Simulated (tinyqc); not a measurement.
## Off-state parameters from two currents

Inverse problem. Well above V0 the off-state current of a threshold switch is I = Ith exp((V - Vth)/V0). Find V0, Ith and the slope V0 ln 10.

Parameters, values chosen for the exercise: threshold voltage Vth = 2.7 V.

I at 1.35 and 2.03 V (nA): [0.32784629, 9.8236191]

Answer. ln I is linear in V.

V0 = 0.200 V
Ith = 0.280 uA
slope = 461 mV/decade

tinyqc, about 0.01 s, one thread, Intel Xeon 2.30GHz (shared host): `OMP_NUM_THREADS=1 python tinyqc.py 2490066 2490067 out.jsonl`
